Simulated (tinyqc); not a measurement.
Inside a calculation. Model: resistance of a source-drain extension with a graded tip.

Computed by the program tinyqc: `OMP_NUM_THREADS=1 python tinyqc.py 2282088 2282089 out.jsonl`, one thread of a shared Intel Xeon 2.30GHz, about 0.03 s for the whole run. Printed values are rounded.

y runs along the channel, the gate covers y > 0. The doping is N0 for y < y0 and N0 10^(-(y - y0)/la) beyond, uniform over the depth xj. Sheet conductance s(y) = q mu(N) max(N - Nch, 0) xj + (for y > 0) ma Cox Vo, with mu(N) = u0 + (u1 - u0)/(1 + (N/Nr)^au) and Cox = eps0 eox/tox. Current is taken as one-dimensional; depletion of the tip, spreading and the contact are left out. The metallurgical junction lies at yj, where N = Nch.

Inputs (values chosen for the exercise); mobility law close to that of electrons in silicon:
```
symbol,value,unit,meaning
eox,3.9,,relative permittivity of the gate insulator (close to silicon dioxide)
tox,2.4,nm,insulator thickness
N0,9.6e19,cm^-3,active doping of the extension far from the gate
la,6.4,nm/decade,lateral abruptness
y0,5,nm,position under the gate where the fall begins (gate edge at 0)
xj,8,nm,depth of the extension
Nch,4e17,cm^-3,channel doping
Vo,0.57,V,gate overdrive
ma,110,cm^2/(V s),mobility of the gate-induced layer
u1,1414,cm^2/(V s),mobility at low doping
u0,68.5,cm^2/(V s),mobility at high doping
Nr,9.2e16,cm^-3,reference doping
au,0.711,,exponent
Lg,60,nm,gate length
```

Constants: q = 1.602176634e-19 C, eps0 = 8.8541878128e-14 F/cm where lengths are in cm. Results are converted to the units shown.

## Sheet resistances and junction position

yj = y0 + la log10(N0/Nch); sheet resistance of the full extension 1/[q mu(N0)(N0 - Nch) xj] and of the gate-induced layer 1/(ma Cox Vo); metallurgical length Lg - 2 yj; ye is where the doped and the gate-induced conductances are equal.

yj = 20.2334 nm
sheet resistance of the extension = 1045.71 ohm/square
sheet resistance of the induced layer = 11084.9 ohm/square
metallurgical length = 19.5333 nm
ye = 12.9510 nm
N at ye = 5.49444e18 cm^-3

The gate takes over 7.28 nm before the junction, where N is still 13.7 times the channel doping.

## Resistance of the overlapped part

Midpoint rule on 12 equal steps from 0 to yj: R_ov = sum h/s(y), per width.

| point | y (nm) | N (cm^-3) | doped conductance (uS) | sheet resistance (ohm/square) |
|---|---|---|---|---|
| 0 | 0.843056 | 9.6e19 | 956.287 | 955.566 |
| 1 | 2.52917 | 9.6e19 | 956.287 | 955.566 |
| 2 | 4.21528 | 9.6e19 | 956.287 | 955.566 |
| 3 | 5.90139 | 6.94110e19 | 712.011 | 1246.54 |
| 4 | 7.58751 | 3.78419e19 | 416.920 | 1971.87 |
| 5 | 9.27362 | 2.06309e19 | 250.433 | 2935.60 |
| 6 | 10.9597 | 1.12477e19 | 154.664 | 4083.68 |
| 7 | 12.6458 | 6.13208e18 | 97.8461 | 5317.47 |
| 8 | 14.3320 | 3.34313e18 | 62.4474 | 6550.48 |
| 9 | 16.0181 | 1.82263e18 | 38.7081 | 7756.68 |
| 10 | 17.7042 | 9.93671e17 | 21.1356 | 8980.80 |
| 11 | 19.3903 | 5.41736e17 | 6.64330 | 10324.6 |

R_ov = 87.736 ohm um

The exact integral is 87.814 ohm um; the coarse sum is 0.089 % below it.
